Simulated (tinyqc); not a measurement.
Worked calculation: Monte Carlo simulation of one carrier in a uniform electric field. Computed by tinyqc, a small Python program that keeps every step. Command: `OMP_NUM_THREADS=1 python tinyqc.py 3022514 3022515 out.jsonl mcfl walk`. One thread of a shared host (Intel(R) Xeon(R) Processor @ 2.30GHz), about 2 s of CPU time with the checks. Intermediate numbers are printed to about 6 digits and carried at full precision; extremes and crossings named in words are read from the listed rows.

The force e F acts along +z. Flights end at the constant total rate Gamma; the part of Gamma that the real rates do not fill is self-scattering, which leaves k unchanged. One valley, no impurities; equivalent final valleys enter only through Z_f in the optical rate.

Inputs (values chosen for the exercise, for a model non-polar semiconductor):
```
quantity                                             value       unit
effective mass m                                     0.149        m_0
non-parabolicity alpha                                0.44       1/eV
density rho                                           3110     kg/m^3
sound velocity v_l                                    4600        m/s
acoustic deformation potential D_A                     4.5         eV
phonon energy hbar w                                  25.1        meV
optical or intervalley deformation potential D_o       3.9  1e8 eV/cm
final valleys Z_f                                        5          -
lattice temperature T                                  100          K
electric field F                                       2.5      kV/cm
energy E_max up to which Gamma must cover the rates    0.4         eV
seed of the random numbers                           17880          -
```

Crystal: non-polar. Band: Kane.

starting wave vector (1/nm): -0.29  0.12  -0.27

Constants: k_B = 1.380649e-23 J/K; e = 1.602176634e-19 C; hbar = 1.054571817e-34 J s; m_0 = 9.1093837015e-31 kg; hbar = 6.582119569e-16 eV s; k_B = 8.617333262e-05 eV/K.

## Total rate Gamma

Kane band: hbar^2 k^2/(2 m) = E (1 + alpha E), speed v = hbar k/(m (1 + 2 alpha E)), states per spin, volume and energy g(E) = m k (1 + 2 alpha E)/(2 pi^2 hbar^2); overlap factors are set to 1. Masses are multiplied by m_0 and all formulas are in SI units. Phonon occupation N_q = 1/(exp(hbar w/(k_B T)) - 1). Acoustic deformation potential (elastic, equipartition, absorption and emission together): 1/tau = 2 pi k_B T D_A^2 g(E)/(hbar rho v_l^2). Optical or intervalley deformation potential: 1/tau = (pi Z_f D_o^2/(rho w)) [N_q g(E + hbar w) + (N_q + 1) g(E - hbar w)], with g = 0 below the band edge. Gamma is 1.05 times the largest total rate on the grid E = (j + 1/2) E_max/400, j = 0..399.

largest total rate = 6.96025 1e12/s

energy of the largest rate = 399.5 meV

Gamma = 7.30827 1e12/s

## Flight 1

Random numbers (0.02 to 0.98, from up to 60 sets tried for early real events), one row a flight:
```
       r1      r2      r3      r4
1  0.9092  0.0850  0.2972  0.3198
2  0.8203  0.3800  0.9116  0.9265
3  0.7514  0.8926  0.5754  0.6005
4  0.2521  0.1399  0.7003  0.9367
5  0.3156  0.1953  0.5114  0.1697
6  0.0539  0.4459  0.5958  0.1160
7  0.8438  0.6397  0.6620  0.4122
```

Flight: t = -ln(r1)/Gamma; k_z grows by e F t/hbar; E follows from the band; dz = (E_end - E_start)/(e F). Use row 1 of the random numbers.

flight time t = 13.0250 fs

k at the end of the flight (1/nm): -0.290000  0.120000  -0.265053

energy at the end = 42.3612 meV

displacement dz = -2.60934 nm

## Scattering event 1

Choice: with cumulative rates in the order acoustic, absorption, emission, the process is the first whose sum exceeds r2 Gamma; if none, self-scattering. Final state: E' = E, E + hbar w or E - hbar w gives k'. Isotropic processes: cos(theta) = 1 - 2 r3 from the z axis, phi = 2 pi r4, k' (sin theta cos phi, sin theta sin phi, cos theta).

cumulative rates (1e12/s): acoustic 0.17119, absorption 0.27261, emission 1.16779

r2 Gamma = 0.621203 1e12/s

Process chosen: emission

k after event 1, the start of the next flight (1/nm): -0.101229  0.215825  0.105781

## Flight 2

Use row 2 of the random numbers.

flight time t = 27.1043 fs

k at the end of the flight (1/nm): -0.101229  0.215825  0.116076

energy at the end = 17.8363 meV

displacement dz = 2.30052 nm

## Scattering event 2

The formulas are those given above.

cumulative rates (1e12/s): acoustic 0.108192, absorption 0.187039, emission 0.187039

r2 Gamma = 2.77714 1e12/s

Process chosen: self-scattering

k after event 2, the start of the next flight (1/nm): -0.101229  0.215825  0.116076

## All printed flights

Drift estimate: sum dz / sum t.

Flights:
```
flight   t (fs)  E at the end (meV)  dz (nm)          process  k_x (1/nm)  k_y (1/nm)  k_z (1/nm)
1        13.025             42.3612   -2.609         emission   -0.101229    0.215825    0.105781
2        27.104             17.8363    2.301  self-scattering   -0.101229    0.215825    0.116076
3        39.109             18.7596    3.693  self-scattering   -0.101229    0.215825    0.130930
4       188.544             24.7513   23.967  self-scattering   -0.101229    0.215825    0.202542
5       157.805             31.7055   27.817  self-scattering   -0.101229    0.215825    0.262479
6       399.633             56.9852  101.119  self-scattering   -0.101229    0.215825    0.414266
7        23.239             58.7835    7.193  self-scattering   -0.101229    0.215825    0.423093
```

drift estimate from these flights = 192679 m/s

6 of the 7 flights end in self-scattering. So few flights say little about the drift velocity: the estimate is noise at this length.

## Low-field mobility from the linear Boltzmann equation

On the grid E_j = (j + 1/2) hbar w/12 up to 20 k_B T + 2 hbar w, solve (sum of rates) l(E) = v(E); mu_0 = e sum g v l exp(-E/k_B T)/(3 k_B T sum g exp(-E/k_B T)).

low-field mobility mu_0 = 52911.5 cm^2/(V s)

## Long runs: velocity against field

Each row: 250 carriers from a thermal start, 1600 flights each, the first half discarded, random numbers not printed; the error is the standard error over ten groups; the mean energy is taken at the ends of flights, which sample time evenly. Fields at which more than 0.02 % of the events exceed Gamma are left out.

Monte Carlo results:
```
F (kV/cm)  drift velocity (1e5 m/s)  error (1e5 m/s)  mu_0 F (1e5 m/s)  mean energy (meV)  real events (%)
0.62                           0.90           0.0079            3.2805               24.2             6.99
1.20                           1.06           0.0060            6.3494               36.4            11.60
2.50                           1.19           0.0067           13.2279               71.5            22.50
```

At the lowest field the drift velocity is 0.27 +/- 0.00 of the ohmic value mu_0 F, at the highest 0.09 +/- 0.00. The mean energy goes from 24 to 72 meV against the parabolic-band thermal value 3 k_B T/2 = 13 meV: the carriers heat, more of them reach the emission threshold, where they lose momentum, and the curve bends below the ohmic line. Only 7 to 22 % of the events are real; the rest is the price of a constant Gamma.

Checks made by the program: energy gained in the printed flights against e F dz (relative difference 1e-10).
